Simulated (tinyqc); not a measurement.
Single-oscillator infrared dielectric function of a polar cubic crystal: one step, computed by the program tinyqc. Command: `OMP_NUM_THREADS=1 python tinyqc.py 3021113 3021114 out.jsonl infrared walk`. One thread of a shared host (Intel(R) Xeon(R) Processor @ 2.30GHz), about 0.01 s of CPU time with the checks.

One ion pair, charges +Z* and -Z*, in a cell of volume Omega = a^3/4. Frequencies omega are given as wavenumbers (1/cm); eps_s is the static dielectric constant.

Task: Optical constants at the probe frequency. eps(omega) = eps_inf + W^2/(omega_TO^2 - omega^2 - i gamma omega); n + i k = sqrt(eps) with k >= 0; R = |(n + i k - 1)/(n + i k + 1)|^2 at normal incidence from vacuum. omega is the probe ratio times omega_TO. Intensity decays over 1/(4 pi omega k); the loss function is Im(-1/eps).

Inputs (values chosen for the exercise, modelled on sodium chloride):

| quantity | value | unit |
|---|---|---|
| omega_TO | 161 | 1/cm |
| eps_inf | 2.23 | - |
| phonon damping gamma | 7.6 | 1/cm |
| probe frequency / omega_TO | 1.03 | - |

Structure: rock salt. Free carriers: absent.

W = 311.3313 1/cm

Give: omega; Re eps; Im eps; n; k; reflectivity R; penetration depth of the intensity; loss function.

Result:

omega = 165.83 1/cm

Re eps = -35.27

Im eps = 29.94

n = 2.345

k = 6.385

reflectivity R = 0.8195

penetration depth of the intensity = 0.7516 micrometre

loss function = 0.01399

Re eps is negative: the wave is evanescent and the crystal reflects like a metal.
